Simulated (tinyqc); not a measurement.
Speciation in dilute and buffered hydrofluoric acid, oxide etch rate and bath loading: one step, computed by the program tinyqc. Command: `OMP_NUM_THREADS=1 python tinyqc.py 3121071 3121072 out.jsonl hfetch walk`. One thread of a shared host (Intel(R) Xeon(R) Processor @ 2.30GHz), about 0.01 s of CPU time with the checks.

Concentrations stand for activities, NH4+ and Cl- are spectators, and water ionisation is neglected. H, F and HF2 denote the ions H+, F- and HF2-. The base temperature is 298 K.

Question. One trial. Fluoride balance: [HF] + [F] + 2 [HF2] + 2 [H2F2] = HF added + NH4F added. Acid balance: [H] + [HF] + [HF2] + 2 [H2F2] = HF added + HCl added. For a trial [H], [HF] = [H][F]/K1, and the fluoride balance is a quadratic in [F]. Take pH = 3. The residual is the left side of the acid balance less the right.

Inputs (values chosen for the exercise, of the order of those for thermal oxide at room temperature):

| quantity | value | unit |
|---|---|---|
| HF added | 0.45 | mol/L |
| NH4F added | 0.39 | mol/L |
| HCl added | 0 | mol/L |
| K1 = [H][F]/[HF] | 0.00074 | mol/L |
| K2 = [HF2]/([HF][F]) | 4.24 | L/mol |
| K3 = [H2F2]/[HF]^2 | 0 | L/mol |

Give: [F]; [HF]; [HF2]; [H2F2]; residual.

Answer.

[F] = 0.1869 mol/L

[HF] = 0.2526 mol/L

[HF2] = 0.2002 mol/L

[H2F2] = 0 mol/L

residual = 0.003840 mol/L

The residual is positive: the trial holds too much acid, so the pH lies above 3.
